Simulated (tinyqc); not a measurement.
Energy and delay of logic against supply voltage: one step of the calculation.

One expression serves below and above threshold: I(Vg) = Ik [ln(1 + exp((Vg - VT + dd V)/(al nf Vt)))]^al, with I_on = I(V) and I_off = I(0). Gate delay td = kd C V/I_on, clock period LD td. Per gate and cycle the switching energy is act C V^2 and the leakage energy I_off V LD td. No short-circuit current, no variation. Minima are sought above 0.09 V; below a few Vt gates no longer switch and the model has no meaning.

Problem. Currents, delay and energies. I_on, I_off, td, clock frequency 1/(LD td), both energies and their sum.

Inputs (values chosen for the exercise); values of the order met in logic technologies:
- T = 250 K (temperature)
- VT = 0.36 V (threshold voltage at zero drain bias)
- nf = 1.38 (slope factor)
- dd = 0.03 (barrier lowering per volt of supply)
- Ik = 1.1 uA (specific current of a gate)
- al = 1.34 (exponent of the current law)
- C = 0.46 fF (load capacitance of a gate)
- kd = 0.7 (delay factor)
- LD = 20 (logic depth)
- act = 0.05 (activity factor)
- V = 0.72 V (supply voltage)

Constants: q = 1.602176634e-19 C, kB = 1.380649e-23 J/K, Vt = kB T/q. Results are converted to the units shown.

Find: I_on; I_off; td; clock frequency; switching energy; leakage energy; energy.

Solution.

I_on = 22.72 uA
I_off = 0.01253 nA
td = 10.21 ps
clock frequency = 4.899 GHz
switching energy = 11.92 aJ
leakage energy = 0.001841 aJ
energy = 11.93 aJ

I_on/I_off = 1.81e6; leakage makes up 0.0154 % of the energy.

tinyqc, about 0.01 s, one thread, Intel Xeon 2.30GHz (shared host): `OMP_NUM_THREADS=1 python tinyqc.py 2082059 2082060 out.jsonl`
